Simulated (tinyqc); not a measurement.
Exchange-split free-electron bands and tunnelling magnetoresistance: one step. Magnetoresistance. Three cases, with inputs chosen for the exercise.

Problem. From the T, and from the Julliere formula with P_k and with P_eff.

Barrier: kappa = sqrt(mb phi/c), c = hbar^2/2m0. With a = k1/m, b = k2/m, w = kappa/mb, the transmission at normal incidence is T(k1, k2) = 4 a b w^2/[w^2 (a + b)^2 + (w^2 + a^2)(w^2 + b^2) sinh^2(kappa d)]. Parallel: G_P = T(up, up) + T(dn, dn); antiparallel: G_AP = 2 T(up, dn); TMR = (G_P - G_AP)/G_AP. Julliere: TMR = 2 P^2/(1 - P^2). Slonczewski factor: P_eff = P_k (w^2 - a_up a_dn)/(w^2 + a_up a_dn), P_k = (k_up - k_dn)/(k_up + k_dn).

Case 1.

Values chosen: m = 1.28 m0 (mass in the electrodes); mb = 0.84 m0 (mass in the barrier).

T: up-up 0.000223068, dn-dn 0.000249823, up-dn 0.000236064

k_up, k_dn (1/angstrom): 1.675894  1.040091

kappa = 0.767245 1/angstrom

Case 2.

Values chosen: m = 0.99 m0 (mass in the electrodes); mb = 0.68 m0 (mass in the barrier).

T: up-up 0.000319352, dn-dn 0.000460735, up-dn 0.000383577

k_up, k_dn (1/angstrom): 1.457917  0.888777

kappa = 0.525967 1/angstrom

Case 3.

Values chosen: m = 0.98 m0 (mass in the electrodes); mb = 0.94 m0 (mass in the barrier).

T: up-up 0.000116781, dn-dn 0.000160632, up-dn 0.000136960

k_up, k_dn (1/angstrom): 1.202854  0.530712

kappa = 0.622375 1/angstrom

Give: TMR from T; P_k; P_eff; Julliere with P_k; Julliere with P_eff.

Solution.

Case 1.

TMR from T = 0.16 %
P_k = 0.2341
P_eff = -0.0283
Julliere with P_k = 11.60 %
Julliere with P_eff = 0.16 %

The interface factor is -0.121: it reverses the sign of the tunnelling polarisation. The plain Julliere value lies 11.4 points above the result and the one with P_eff 0.00 points from it. Symmetry filtering in crystalline barriers, which gives far larger values, is outside this model.

Case 2.

TMR from T = 1.69 %
P_k = 0.2425
P_eff = -0.0914
Julliere with P_k = 12.50 %
Julliere with P_eff = 1.69 %

The interface factor is -0.377: it reverses the sign of the tunnelling polarisation. The plain Julliere value lies 10.8 points above the result and the one with P_eff 0.00 points from it. Symmetry filtering in crystalline barriers, which gives far larger values, is outside this model.

Case 3.

TMR from T = 1.28 %
P_k = 0.3877
P_eff = -0.0795
Julliere with P_k = 35.39 %
Julliere with P_eff = 1.27 %

The interface factor is -0.205: it reverses the sign of the tunnelling polarisation. The plain Julliere value lies 34.1 points above the result and the one with P_eff 0.00 points from it. Symmetry filtering in crystalline barriers, which gives far larger values, is outside this model.

Computed by tinyqc, one run a case: `OMP_NUM_THREADS=1 python tinyqc.py N N+1 out.jsonl` with N = 1650751, 1650854, 1651143; one thread of a shared Intel(R) Xeon(R) Processor @ 2.30GHz, about 0.01 s a run at most.
